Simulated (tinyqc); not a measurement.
# Keating valence-force model of a tetrahedral crystal, step by step

A worked calculation. Computed by tinyqc, a small Python program that keeps every step. Command: `OMP_NUM_THREADS=1 python tinyqc.py 3028764 3028765 out.jsonl keating walk`. One thread of a shared host (Intel(R) Xeon(R) Processor @ 2.30GHz), about 0.02 s of CPU time with the checks. Intermediate numbers are printed to about 6 digits and carried at full precision; extremes and crossings named in words are read from the listed rows.

Atom A sits at 0 and atom B at a/4 (1,1,1) of an fcc lattice; the four bonds from A are t = a/4 (1,1,1), a/4 (1,-1,-1), a/4 (-1,1,-1), a/4 (-1,-1,1), of length d = sqrt(3) a/4. Energy: E = (3 alpha/(8 d^2)) sum over bonds (r.r - d^2)^2 + (3 beta/(8 d^2)) sum over pairs of bonds at one atom (r_i.r_j + d^2/3)^2, with beta_A for the six pairs at A and beta_B for the six at B. The cell holds two atoms, Omega = a^3/4. 1 N/m = 1 J/m^2. With constants fitted to the elastic moduli this model puts optical and zone-boundary frequencies of real crystals too high, by up to about 20 % in elemental crystals and up to about 50 % in compounds, and mostly by more for TA modes; in compounds the lattice part of the static dielectric constant then comes out too low.

Inputs (values chosen for the exercise, modelled on cubic gallium nitride): lattice constant a = 4.52 angstrom; mass M_A = 69.72 u; mass M_B = 14.007 u; bond stretching alpha = 84.1 N/m; bond bending beta_A = 18.2 N/m; bond bending beta_B = 18.2 N/m; Born charge Z* = 2.62 e; eps_inf = 5.29; mesh divisions n = 4; temperature T = 900 K.

Structure: zinc blende.

wave vector q (2 pi/a): [0.76, 0.14, 0]

Constants: 1 eV/angstrom^2 = 16.02176634 J/m^2; nu for 1 eV/(angstrom^2 u) = 15.6333042 THz; 1 THz = 33.35640952 1/cm; e^2/(4 pi eps_0) = 14.39964548 eV angstrom; u = 1.6605390666e-27 kg; h x 1 THz = 4.135667696 meV; k_B = 8.617333262e-05 eV/K.

## Dynamical matrix at q

With displacements u exp(i q.r), each bracket changes by g.u, where g = (g_A, g_B): bond t, g = (-2 t, 2 t exp(i q.t)); pair (i, j) at A, g = (-(t_i + t_j), t_i exp(i q.t_j) + t_j exp(i q.t_i)); pair at B, g = (-t_i exp(-i q.t_j) - t_j exp(-i q.t_i), t_i + t_j). Then D_mn = sum over the 4 bonds and 12 pairs of (4 k/a^2) conj(g_m) g_n / sqrt(M_m M_n), with k = alpha or beta converted to eV/angstrom^2. Only the short-range forces enter; the Coulomb field of the charges is left out.

D(q) (eV/(angstrom^2 u)), rows A x, A y, A z, B x, B y, B z:
```
[[0.41999, 0.00475, 0.00000+0.01199i, -0.29362, 0.10678, 0.00000-0.04228i],
 [0.00475, 0.36675, 0.00000+0.00106i, 0.10678, -0.29362, 0.00000-0.47772i],
 [0.00000-0.01199i, 0.00000-0.00106i, 0.36901, 0.00000-0.04228i, 0.00000-0.47772i, -0.29362],
 [-0.29362, 0.10678, 0.00000+0.04228i, 2.09048, 0.02364, 0.00000-0.05970i],
 [0.10678, -0.29362, 0.00000+0.47772i, 0.02364, 1.82548, 0.00000-0.00528i],
 [0.00000+0.04228i, 0.00000+0.47772i, -0.29362, 0.00000+0.05970i, 0.00000+0.00528i, 1.83674]]
```

## Frequencies at q

Diagonalise the Hermitian matrix D. An eigenvalue lambda of D in eV/(angstrom^2 u) gives nu = 15.6333042 THz x sqrt(lambda). The weight on A is the sum of |e|^2 over the three components of atom A.

frequencies (THz): [6.4078, 6.5886, 9.4692, 22.0123, 22.2441, 23.1290]

weights on atom A: [0.893274, 0.896091, 0.971074, 0.078873, 0.108663, 0.052024]

The top mode has 5 % of its weight on A, the heavier atom.

## Elastic constants and internal strain

beta = (beta_A + beta_B)/2; C11 = (alpha + 3 beta)/a, C12 = (alpha - beta)/a, C44 = 4 alpha beta/(a (alpha + beta)); with the two sublattices clamped C44(0) = (alpha + beta)/a; internal-strain parameter zeta = (alpha - beta)/(alpha + beta); B = (C11 + 2 C12)/3.

C11 = 306.858 GPa

C12 = 145.796 GPa

C44 = 132.408 GPa

clamped C44(0) = 226.327 GPa

internal-strain parameter zeta = 0.644184

bulk modulus B = 199.484 GPa

Letting the sublattices shift lowers C44 by 41 %, which is zeta^2. A shear is shared between bond lengths and angles. The model fixes 2 C44 (C11 + C12)/((C11 - C12)(C11 + 3 C12)) = 1.000 whatever alpha and beta are.

## Optical mode at the zone centre

beta = (beta_A + beta_B)/2; mu = M_A M_B/(M_A + M_B); lambda = 4 (alpha + beta)/mu with the springs in eV/angstrom^2; nu = 15.6333042 THz x sqrt(lambda).

reduced mass mu = 11.6637 u

nu_TO at G = 23.1337 THz

the same as a wavenumber = 771.657 1/cm

## LO-TO splitting

The long-range field adds 4 pi Z*^2 (e^2/(4 pi eps_0))/(eps_inf Omega mu) to lambda for the longitudinal mode at q -> 0; lambda = (nu/15.6333042 THz)^2; eps_0 = eps_inf (nu_LO/nu_TO)^2 (Lyddane-Sachs-Teller; here eps_0 is the static dielectric constant).

nu_LO at G = 27.3548 THz

static dielectric constant = 7.39661

The splitting is 18.2 % of nu_TO, and the lattice adds 2.11 to the dielectric constant.

## Frequencies at the zone boundary

The formulas are those given above.

Frequencies (THz) at points given in 2 pi/a:
```
point                 nu 1     nu 2     nu 3     nu 4     nu 5     nu 6
X (1, 0, 0)        6.92120  6.92120  10.2693  22.0741  22.0741  22.9111
L (0.5, 0.5, 0.5)  5.03686  5.03686   9.9715  22.5199  22.5787  22.5787
W (1, 0.5, 0)      7.37200  7.89120   9.4620  21.1101  22.1094  23.6665
K (0.75, 0.75, 0)  6.45360  8.12096   9.6444  21.2527  22.2153  23.5130
```

At X the two longitudinal modes are split (10.27 and 22.91 THz) because each moves one sublattice alone.

## Lowest frequency at X

Take the lowest frequency at X = (1, 0, 0) 2 pi/a, the transverse acoustic (TA) mode.

TA frequency at X = 6.92120 THz

## Transverse acoustic branch against its sound line

The sound line is nu = v q/(2 pi) with v = sqrt(C44/rho), rho = (M_A + M_B)/Omega; the clamped line uses C44(0).

Frequencies (THz) along G-X; columns: (1) q (2 pi/a); (2) lowest branch; (3) sound line, relaxed C44; (4) sound line, clamped C44(0); (5) third-lowest frequency; (6) highest frequency:
```
(1)       (2)      (3)      (4)      (5)      (6)
0.05  0.51829   0.5187   0.6781   0.7889  23.1329
0.15  1.54516   1.5561   2.0344   2.3492  23.1266
0.30  3.02419   3.1121   4.0689   4.5811  23.1042
0.45  4.36762   4.6682   6.1033   6.5809  23.0655
0.60  5.50065   6.2243   8.1377   8.2385  23.0133
0.75  6.34476   7.7804  10.1721   9.4522  22.9585
0.90  6.82691   9.3364  12.2066  10.1363  22.9195
1.00  6.92120  10.3738  13.5628  10.2693  22.9111
```

At small q the branch follows the relaxed line (0.999 of it, against 0.764 of the clamped one): in a long shear wave the sublattices shift against each other. At X it reaches 67 % of the relaxed line. Real tetrahedral semiconductors have flatter TA branches than a Keating model fitted to their elastic constants, which needs longer-ranged terms to mend.

## Thermal sums on a mesh

Mesh: q = sum_i (m_i + 1/2)/n b_i, m_i = 0..n-1, with b = [[-1, 1, 1], [1, -1, 1], [1, 1, -1]] in 2 pi/a; sums over the six modes are averaged over the n^3 points and halved, per atom. With x = h nu/(k_B T) and n = 1/(exp(x) - 1) for each mode: F = k_B T [x/2 + ln(1 - exp(-x))], U = k_B T x (n + 1/2), S/k_B = x n - ln(1 - exp(-x)), C/k_B = x^2 n (n + 1). The acoustic share counts the three lowest modes at each q; zero-point energy = sum h nu/2.

free energy F = -94.1161 meV/atom

entropy S = 4.40793 k_B/atom

heat capacity C = 2.81388 k_B/atom

acoustic share of C = 0.526769

zero-point energy = 91.0978 meV/atom

C is 94 % of the classical value; acoustic and optical modes carry nearly equal shares.

Checks made by the program: slopes of the acoustic branches along [110] against C11, C12 and the relaxed C44 (relative difference 1e-06); zone-centre optical mode against D(q = 0) (relative difference below 1e-10); longitudinal modes at X against the diagonal of D (relative difference below 1e-10).
